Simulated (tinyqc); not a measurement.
Oxide trap near a transistor channel: two-state multiphonon kinetics, telegraph noise and bias instability: one step, computed by the program tinyqc. Command: `OMP_NUM_THREADS=1 python tinyqc.py 3006678 3006679 out.jsonl oxidetrap walk`. One thread of a shared host (Intel(R) Xeon(R) Processor @ 2.30GHz), about 0.01 s of CPU time with the checks.

An n-channel device under positive gate bias. The trap is empty (state 1) or holds an electron (state 2); both states are parabolas of equal curvature, and the electron reservoir is taken at the Fermi level of the channel.

Question. Many traps: 1/f noise. McWhorter number fluctuations for traps uniform in depth and energy: S_V = e^2 k_B T N_t lambda/(W L C_ox^2 f), C_ox = eps_ox eps_0/t_ox. The number of traps within k_B T in energy and one decade in time is N_t k_B T lambda ln(10) W L.

Inputs (values chosen for the exercise, with an insulator like HfO2 on silicon):

| quantity | value | unit |
|---|---|---|
| insulator constant eps_ox | 21.3 | - |
| insulator thickness t_ox | 6.1 | nm |
| temperature T | 450 | K |
| channel width W | 100 | nm |
| channel length L | 20 | nm |
| frequency f | 30 | Hz |
| trap density N_t | 1.5e+19 | cm^-3 eV^-1 |

Parts treated: one trap and an ensemble.

attenuation length lambda = 0.1822075 nm

Constants: eps_0 = 8.8541878128e-12 F/m; e = 1.602176634e-19 C; k_B = 8.617333262e-05 eV/K.

Give: C_ox; 1/f noise S_V(f); active traps per decade.

Answer.

C_ox = 3.0917 microF/cm^2

1/f noise S_V(f) = 4.7437e-08 V^2/Hz

active traps per decade = 0.48808

With less than one active trap per decade a single device shows separate Lorentzians; 1/f is only the average over many devices. Caution: N_t k_B T lambda ln(10) W L, the number of active traps per decade, is below one, so S_V is only the mean over many devices.
